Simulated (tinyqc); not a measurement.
Dopant series: competing polymorphs of an oxide film: bulk, surface, grain-boundary, dopant and field terms. Computed by tinyqc, a small Python program. Command: `OMP_NUM_THREADS=1 python tinyqc.py 3029357 3029358 out.jsonl polymorph walk`. One thread of a shared host (Intel(R) Xeon(R) Processor @ 2.30GHz), about 0.01 s of CPU time with the checks.

Phases: monoclinic m (reference), polar orthorhombic o, tetragonal t. Free energies per formula unit (f.u.); 1 J/m^2 x angstrom^3/nm = 6.241509 meV.

Inputs (values chosen for the exercise, for a model oxide): energy of the polar phase o over m = 50.5 meV/f.u.; energy of the tetragonal phase t over m = 99.2 meV/f.u.; entropy of o over m = 0.011 meV/(f.u. K); entropy of t over m = 0.065 meV/(f.u. K); surface energy of m = 3.12 J/m^2; surface energy of o = 2.75 J/m^2; surface energy of t = 2.48 J/m^2; grain-boundary energy over surface energy = 0.49; volume per formula unit Omega = 35.1 angstrom^3; film thickness h = 27 nm; grain radius R = 15 nm; temperature T = 500 K; shift of o per % of dopant = -2.6 meV/f.u.; shift of t per % of dopant = -17 meV/f.u.; width sigma of ln R = 0.3; interlayer thickness (SiO2) = 1 nm.

Geometry: columnar grains in a film.

permittivities of m, o, t: [19, 29, 38]

Method:
- Bulk term b = H - T S + (shift) x, zero for m.
- With G = b + gamma Omega A (b the bulk free energy per formula unit, A the area per volume), two phases i, j cross at A_ij = (b_j - b_i)/(Omega (gamma_i - gamma_j)); o has a window only if A_mo < A_ot.
- Grain radii are log-normal by volume with median R and width sigma; the share with A above A* is that with radius below R*, R* = f_b/(A* - 2/h) (all grains if A* <= 2/h), share = (1/2) erfc[-ln(R*/R)/(sqrt 2 sigma)]. Effective permittivity of a layer of thickness h built of such grains, taken in parallel: sum of share x eps; EOT = interlayer + 3.9 h/eps.

Against dopant content:
```
x (%)  A_mo (1/nm)  A_ot (1/nm)  share m  share o  share t
0.0        0.55515       0.3669   1.0000        0   0.0000
1.0        0.52308       0.1234   1.0000        0   0.0000
2.0        0.49100      -0.1200   1.0000        0   0.0000
3.0        0.45893      -0.3635   0.6899        0   0.3101
4.0        0.42685      -0.6069   0.0000        0   1.0000
5.0        0.39478      -0.8504   0.0000        0   1.0000
6.5        0.34666      -1.2155   0.0000        0   1.0000
8.0        0.29855      -1.5807   0.0000        0   1.0000
10.0       0.23440      -2.0676   0.0000        0   1.0000
```

What does the comparison show, and why?

The dopant lowers t by 17 and o by 2.6 meV per %, so A_ot falls faster than A_mo. The share of o stays under 2 % at every content listed. t holds the majority from x = 4 % on.

Extremes, crossings and ranges named in words are read from the listed rows.
